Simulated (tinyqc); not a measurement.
# Trap density from swing and capacitance

Inverse problem. In an MOS structure at one bias the subthreshold swing is S = Vt ln 10 (1 + (Cd + q Dit)/Cox) and 1/C_HF = 1/Cox + 1/Cd, Cox = 3.9 eps0/EOT. Find Cd and Dit.

Inputs (values chosen for the exercise): temperature T = 250 K; equivalent oxide thickness EOT = 3 nm.

Constants: q = 1.602176634e-19 C, kB = 1.380649e-23 J/K, Vt = kB T/q, eps0 = 8.8541878128e-14 F/cm where lengths are in cm. Results are converted to the units shown.

S = 62.079595 mV/decade
C_HF = 170.14589 nF/cm^2

Answer. C_HF gives Cd, and the swing gives Cd + q Dit.

Cd = 199.7 nF/cm^2
Dit = 5.604e11 cm^-2 eV^-1

Numbers from tinyqc (`OMP_NUM_THREADS=1 python tinyqc.py 2030091 2030092 out.jsonl`; about 0.01 s on one thread of a shared Intel Xeon 2.30GHz).
